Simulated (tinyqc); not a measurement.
Monte Carlo simulation of one carrier in a uniform electric field: one step, computed by the program tinyqc. Command: `OMP_NUM_THREADS=1 python tinyqc.py 3008918 3008919 out.jsonl mcfl walk`. One thread of a shared host (Intel(R) Xeon(R) Processor @ 2.30GHz), about 2 s of CPU time with the checks.

The force e F acts along +z. Flights end at the constant total rate Gamma; the part of Gamma that the real rates do not fill is self-scattering, which leaves k unchanged. One valley, no impurities and no intervalley scattering.

Problem. Flight 1. Kane band: hbar^2 k^2/(2 m) = E (1 + alpha E), speed v = hbar k/(m (1 + 2 alpha E)), states per spin, volume and energy g(E) = m k (1 + 2 alpha E)/(2 pi^2 hbar^2); overlap factors are set to 1. Masses are multiplied by m_0 and all formulas are in SI units. Flight: t = -ln(r1)/Gamma; k_z grows by e F t/hbar; E follows from the band; dz = (E_end - E_start)/(e F). Use row 1 of the random numbers.

Inputs (values chosen for the exercise, modelled on GaSb): effective mass m = 0.0396 m_0; non-parabolicity alpha = 1.1 1/eV; lattice temperature T = 300 K; electric field F = 0.045 kV/cm.

Crystal: polar. Band: Kane.

starting wave vector (1/nm): [-0.24, -0.29, -0.071]

Random numbers (0.02 to 0.98, from up to 60 sets tried for early real events), one row a flight, columns r1, r2, r3, r4:
```
[[0.3928, 0.4719, 0.7221, 0.4142],
 [0.1955, 0.3528, 0.4445, 0.3495],
 [0.6325, 0.5109, 0.8328, 0.2186],
 [0.8375, 0.2100, 0.2427, 0.6977],
 [0.1399, 0.0728, 0.6880, 0.4622],
 [0.3429, 0.5603, 0.4452, 0.5753],
 [0.7396, 0.8422, 0.1940, 0.1691]]
```

Gamma = 7.287177 1e12/s

Constants: e = 1.602176634e-19 C; hbar = 1.054571817e-34 J s; m_0 = 9.1093837015e-31 kg.

Give: flight time t; k at the end of the flight; energy at the end; displacement dz.

Solution.

flight time t = 128.23 fs

k at the end of the flight (1/nm): [-0.24000, -0.29000, -0.07012]

energy at the end = 124.12 meV

displacement dz = -20.777 nm
